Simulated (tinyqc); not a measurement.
Comparisons within one model: two-band k.p model of the Delta valleys near the X point under shear strain. A value that a table varies takes the place of the one given here.

Valley pair on the [001] axis, kz counted from the X point, c = hbar^2/2m0, k0 = kx0 2 pi/a. H = (c kz^2/ml + c (kx^2 + ky^2)/mt + c k0^2/ml) 1 + (2 c k0 kz/ml) sigma_z + (D exy - 2 c kx ky/Mp) sigma_x, so E = c kz^2/ml + c (kx^2 + ky^2)/mt + c k0^2/ml -/+ sqrt((2 c k0 kz/ml)^2 + (D exy - 2 c kx ky/Mp)^2). Without strain the lower band has its minima, E = 0, at kz = +/- k0. Shifts from diagonal strain are left out.

For |eta| < 1: k_min = k0 sqrt(1 - eta^2), E_min = -Delta eta^2/2, ml(eta) = ml/(1 - eta^2), 1/m[110] = 1/mt + eta/Mp, 1/m[1-10] = 1/mt - eta/Mp. For |eta| > 1 the minimum sits at X: E_min = -Delta (2 |eta| - 1)/2, ml(eta) = ml/(1 - 1/|eta|), and eta is replaced by its sign in the transverse masses. Here Delta = 2 c k0^2/ml and eta = D exy/Delta.

s11 = (C11 + C12)/((C11 - C12)(C11 + 2 C12)), s12 = -C12/((C11 - C12)(C11 + 2 C12)), s44 = 1/C44; exx = s11 sxx + s12 (syy + szz) and cyclic, exy = s44 sxy/2; tension is positive. A uniaxial stress X along the unit vector n is s_ij = X n_i n_j.

Constants: hbar^2/2m0 = 3.80998211 eV angstrom^2; kB = 8.617333262e-05 eV/K.

Parameters, chosen for this exercise (near those of Si; not measured data):

| symbol | value | unit | meaning |
|---|---|---|---|
| a | 5.442 | angstrom | lattice constant |
| ml | 0.898 | m0 | longitudinal mass |
| mt | 0.2 | m0 | transverse mass |
| kx0 | 0.145 | 2 pi/a | distance of the minimum from X |
| D | 14.9 | eV | shear deformation potential |
| Mp | 0.239 | m0 | coupling mass |
| C11 | 165.9 | GPa |  |
| C12 | 65 | GPa |  |
| C44 | 79 | GPa |  |
| Xu | 9.01 | eV | uniaxial potential |
| T | 350 | K | temperature |
| exy | 0.022 |  | shear strain |

## Sweep of the shear strain

Delta = 2 c k0^2/ml, eta = D exy/Delta.

The minimum:

| exy | eta | k_min/k0 | E_min (meV) | ml(eta) | m[110] | m[1-10] | density-of-states mass |
|---|---|---|---|---|---|---|---|
| 0.0000 | 0.000 | 1.000 | 0.0 | 0.898 | 0.2000 | 0.2000 | 0.330 |
| 0.0016 | 0.100 | 0.995 | -1.2 | 0.907 | 0.1845 | 0.2183 | 0.332 |
| 0.0040 | 0.251 | 0.968 | -7.5 | 0.958 | 0.1653 | 0.2531 | 0.342 |
| 0.0080 | 0.501 | 0.865 | -29.9 | 1.199 | 0.1409 | 0.3445 | 0.388 |
| 0.0120 | 0.752 | 0.659 | -67.2 | 2.065 | 0.1228 | 0.5393 | 0.515 |
| 0.0144 | 0.902 | 0.431 | -96.8 | 4.826 | 0.1140 | 0.8162 | 0.766 |
| 0.0192 | 1.203 | 0.000 | -167.2 | 5.324 | 0.1089 | 1.2256 | 0.892 |
| 0.0255 | 1.598 | 0.000 | -261.0 | 2.401 | 0.1089 | 1.2256 | 0.684 |

The valleys reach X at eta = 1, that is exy = 0.0160. The shift is quadratic up to eta = 1 (-7.5 meV at eta = 0.25, -29.9 meV at 0.50) and linear beyond, while 1/m[110] rises linearly, taking m[110] from 0.200 to its floor 0.1089, a gain of 84 % in 1/m. ml(eta) diverges at eta = 1; the largest value listed is 5.32. A deformation-potential model with fixed masses misses all of this.

## Tension along [110]: repopulation and mass change

The z valleys move against the x and y valleys by Xu (ezz - exx) and, through the shear, by E_min. Share of the z valleys n = w/(w + 2 exp(dE/kT)), dE the total relative shift, w = sqrt(ml(eta) m[110] m[1-10]/(ml mt^2)). Along [110]: 1/m_c = n/m[110] + (1 - n)(1/ml + 1/mt)/2. Fixed masses means E_min = 0, w = 1, m[110] = mt. Gains are against 3/(1/ml + 2/mt) at a fixed scattering time.

Results:

| X (GPa) | Xu (ezz - exx) (meV) | E_min (meV) | m[110] | m_c fixed masses | m_c with shear | gain fixed (%) | gain with shear (%) |
|---|---|---|---|---|---|---|---|
| 0.00 | 0.0 | 0.0 | 0.2000 | 0.2699 | 0.2699 | 0.0 | 0.0 |
| 0.25 | -11.2 | -0.3 | 0.1920 | 0.2582 | 0.2521 | 4.5 | 7.1 |
| 0.50 | -22.3 | -1.2 | 0.1847 | 0.2468 | 0.2330 | 9.4 | 15.8 |
| 1.00 | -44.6 | -4.7 | 0.1715 | 0.2277 | 0.1972 | 18.6 | 36.9 |
| 1.50 | -67.0 | -10.5 | 0.1601 | 0.2149 | 0.1710 | 25.6 | 57.9 |
| 2.00 | -89.3 | -18.7 | 0.1502 | 0.2076 | 0.1540 | 30.0 | 75.3 |
| 3.00 | -133.9 | -42.1 | 0.1335 | 0.2018 | 0.1339 | 33.8 | 101.7 |

At 1 GPa repopulation alone gives 18.6 % and the shear terms raise it to 36.9 %. From 2 to 3 GPa the fixed-mass gain grows by 3.7 points, towards its ceiling of 35.0 % when all electrons sit in the z valleys, whereas the gain with shear grows by 26.4 points because m[110] keeps falling.

## What each parameter does

Delta = 2 c k0^2/ml, eta = D exy/Delta. Each row changes one parameter from the base and keeps the others.

Results:

| case | eta | E_min (meV) | ml(eta) (m0) | m[110] (m0) | m[1-10] (m0) |
|---|---|---|---|---|---|
| base | 1.3783 | -208.89 | 3.2716 | 0.1089 | 1.2256 |
| ml = 0.96086 m0 | 1.4748 | -216.67 | 2.9845 | 0.1089 | 1.2256 |
| mt = 0.214 m0 | 1.3783 | -208.89 | 3.2716 | 0.1129 | 2.0458 |
| kx0 = 0.13485 2 pi/a | 1.5936 | -224.95 | 2.4107 | 0.1089 | 1.2256 |
| D = 15.943 eV | 1.4748 | -231.83 | 2.7893 | 0.1089 | 1.2256 |
| Mp = 0.22227 m0 | 1.3783 | -208.89 | 3.2716 | 0.1053 | 1.9961 |
| exy = 0.02354 | 1.4748 | -231.83 | 2.7893 | 0.1089 | 1.2256 |

The largest shifts from the base row, up to three for each result and ties (the steps differ in size, so this ranks the rows, not the parameters). eta: kx0 +0.2153, ml +0.0965, exy +0.0965, D +0.0965; unchanged at the printed digits by mt and Mp. E_min (meV): exy -22.95, D -22.95, kx0 -16.06; unchanged at the printed digits by mt and Mp. ml(eta) (m0): kx0 -0.8609, exy -0.4823, D -0.4823; unchanged at the printed digits by mt and Mp. m[110] (m0): mt +0.0040, Mp -0.0036; unchanged at the printed digits by ml, kx0, D and exy. m[1-10] (m0): mt +0.8202, Mp +0.7705; unchanged at the printed digits by ml, kx0, D and exy.

Computed by tinyqc, a small Python program: `OMP_NUM_THREADS=1 python tinyqc.py 1050502 1050503 out.jsonl` (the numbers bound the seed that draws the inputs); one thread of a shared host (Intel(R) Xeon(R) Processor @ 2.30GHz), about 0.01 s for the whole set of steps.
